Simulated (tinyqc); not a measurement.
# Millisecond and nanosecond annealing: surface heating, thermal budget and solid-phase regrowth, step by step

A worked calculation. Computed by tinyqc, a small Python program that keeps every step. Command: `OMP_NUM_THREADS=1 python tinyqc.py 3014596 3014597 out.jsonl flash walk`. One thread of a shared host (Intel(R) Xeon(R) Processor @ 2.30GHz), about 0.02 s of CPU time with the checks. Intermediate numbers are printed to about 6 digits and carried at full precision; extremes and crossings named in words are read from the listed rows.

A square pulse heats the surface of a thick wafer with constant thermal properties; losses by radiation are neglected and silicon melts at 1414 C.

Inputs (values chosen for the exercise, modelled on hot silicon with boron):

| quantity | value | unit |
|---|---|---|
| incident fluence | 100 | J/cm^2 |
| pulse length t_p | 0.014 | s |
| reflectance R | 0.46 | - |
| thermal conductivity k | 0.29 | W/(cm K) |
| heat capacity per volume c | 2.38 | J/(cm^3 K) |
| preheat temperature T0 | 600 | C |
| wafer thickness d | 775 | um |
| dopant prefactor D0 | 0.949 | cm^2/s |
| dopant activation energy E | 3.51 | eV |
| regrowth prefactor v0 | 3.5e+08 | cm/s |
| regrowth energy E_v | 2.69 | eV |
| amorphous layer | 23 | nm |

Source: flash lamp.

Constants: k_B = 8.617333262e-05 eV/K.

## Peak temperature

Absorbed flux q = (1 - R) fluence/t_p; kappa = k/c. With f(z, t) = (2 q/k) sqrt(kappa t) ierfc(z/(2 sqrt(kappa t))), ierfc(x) = exp(-x^2)/sqrt(pi) - x erfc(x): T = T0 + f(z, t) during the pulse and T0 + f(z, t) - f(z, t - t_p) after it. At the surface the rise at the end of the pulse is 2 q sqrt(t_p/(pi k c)); the fluence that just melts the surface scales with (1414 - T0).

absorbed flux q = 3857.14 W/cm^2

kappa = 0.121849 cm^2/s

thermal length sqrt(kappa t_p) = 413.023 um

peak temperature = 1219.87 C

fluence at the melting threshold = 131.319 J/cm^2

The heated layer is 53 % of the wafer thickness. Caution: heat reaches the back of the wafer, which is no longer thick.

## Temperature in depth and time

The formulas are those given above.

Temperature (C):

| t/t_p | surface | z = 0.5 thermal lengths | z = 1 | z = 2 |
|---|---|---|---|---|
| 0.10 | 796.02 | 632.531 | 602.166 | 600.000 |
| 0.25 | 909.93 | 709.671 | 627.607 | 600.537 |
| 0.50 | 1038.31 | 817.316 | 691.537 | 609.329 |
| 0.75 | 1136.82 | 906.272 | 757.102 | 628.921 |
| 1.00 | 1219.87 | 983.538 | 819.342 | 655.214 |
| 1.10 | 1054.10 | 979.511 | 841.015 | 666.878 |
| 1.50 | 920.87 | 898.605 | 841.427 | 707.738 |
| 2.00 | 856.76 | 845.666 | 815.289 | 727.861 |
| 4.00 | 766.09 | 763.123 | 754.531 | 724.481 |
| 10.00 | 700.59 | 699.930 | 697.974 | 690.527 |

One tenth of a pulse length after the end the surface has lost 166 C: cooling starts as sqrt(t - t_p), much faster than heating ends.

## Thermal budget

Temperatures in kelvin are T(C) + 273.15. Integrate exp(-E/(k_B T(t))) at the surface from 0 to 10 t_p (Gauss-Legendre, 60 points in sqrt(t) up to t_p and 60 in sqrt(t - t_p) after it). (Dt) = D0 x integral with E; regrowth = v0 x integral with E_v; effective time = integral/exp(-E/(k_B T_peak)).

budget (Dt) = 3.19180e-15 cm^2

diffusion length 2 sqrt(Dt) = 1.12992 nm

effective time over t_p = 0.169392

possible regrowth = 9037.85 nm

Only 16.9 % of the pulse counts at the peak; the estimate 2 k_B T_peak^2/(E (T_peak - T0)) gives 17.7 %. The amorphous layer of 23 nm regrows fully. Caution: equilibrium diffusivities are used; implant damage enhances diffusion, and k and c vary with temperature. Caution: the peak lies above 1150 C, and amorphous silicon melts some 200 to 250 K below the crystal, so a layer that has not regrown before the peak may melt instead.

## Same peak temperature, different pulse lengths

For each t_p the flux is set so that the peak temperature stays the same: q sqrt(t_p) is fixed.

Pulses:

| t_p (s) | fluence (J/cm^2) | q (W/cm^2) | thermal length (um) | 2 sqrt(Dt) (nm) | regrowth (nm) |
|---|---|---|---|---|---|
| 1.00e-07 | 2.67261e-01 | 1.44321e+06 | 1.10385e+00 | 3.01984e-03 | 6.45561e-02 |
| 1.00e-06 | 8.45154e-01 | 4.56383e+05 | 3.49068e+00 | 9.54956e-03 | 6.45561e-01 |
| 1.00e-05 | 2.67261e+00 | 1.44321e+05 | 1.10385e+01 | 3.01984e-02 | 6.45561e+00 |
| 1.00e-04 | 8.45154e+00 | 4.56383e+04 | 3.49068e+01 | 9.54956e-02 | 6.45561e+01 |
| 3.00e-04 | 1.46385e+01 | 2.63493e+04 | 6.04604e+01 | 1.65403e-01 | 1.93668e+02 |
| 1.00e-03 | 2.67261e+01 | 1.44321e+04 | 1.10385e+02 | 3.01984e-01 | 6.45561e+02 |
| 3.00e-03 | 4.62910e+01 | 8.33238e+03 | 1.91193e+02 | 5.23051e-01 | 1.93668e+03 |
| 1.00e-02 | 8.45154e+01 | 4.56383e+03 | 3.49068e+02 | 9.54956e-01 | 6.45561e+03 |

Fluence and diffusion length grow as sqrt(t_p), regrowth as t_p. The layer of 23 nm regrows from t_p = 0.0001 s on among these rows, at a diffusion length of 0.095 nm. Caution: amorphous silicon melts some 200 to 250 K below the crystal, which matters for the short pulses that reach the peak before regrowth. Caution: the shortest pulses need a source absorbed within their thermal length, and the longest also heat the back of the wafer, which the thick-wafer formula leaves out.

Checks made by the program: heat stored at the end of the pulse against the absorbed fluence (relative difference below 1e-10).
